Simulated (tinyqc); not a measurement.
Schottky barrier with interface states (Cowley-Sze model), image lowering and contact resistance: one step, computed by the program tinyqc. Command: `OMP_NUM_THREADS=1 python tinyqc.py 3015976 3015977 out.jsonl pinning walk`. One thread of a shared host (Intel(R) Xeon(R) Processor @ 2.30GHz), about 0.01 s of CPU time with the checks.

An n-type semiconductor under a metal. The barrier lies between the Schottky-Mott limit phi_M - chi and the Bardeen limit E_g - E_n, E_n being the neutrality level of the interface states; the space-charge term of the full Cowley-Sze expression is left out.

Task: Pinning factor and barrier. S = 1/(1 + e^2 D delta/(eps_i eps_0)); for D per eV, e^2 D is the number e x D in SI units, with 1 cm^-2 = 1e4 m^-2. phi_B = S (phi_M - chi) + (1 - S)(E_g - E_n); the hole barrier is E_g - phi_B.

Inputs (values chosen for the exercise, with gap, mass and screening modelled on CdS):
```
quantity,value,unit
gap E_g,2.55,eV
electron affinity chi,4.34,eV
metal work function phi_M,4.76,eV
neutrality level E_n above the valence band,1.75,eV
interface-state density D,5.3e+14,cm^-2 eV^-1
dipole layer thickness delta,0.29,nm
dipole layer constant eps_i,1,-
```

Pinning factor from: interface states.

Constants: e = 1.602176634e-19 C; eps_0 = 8.8541878128e-12 F/m.

Give: pinning factor S; Schottky-Mott barrier; Bardeen barrier; barrier phi_B; hole barrier.

Result:

pinning factor S = 0.034708

Schottky-Mott barrier = 0.42 eV

Bardeen barrier = 0.8 eV

barrier phi_B = 0.78681 eV

hole barrier = 1.7632 eV

The contact is strongly pinned: the metal hardly matters.
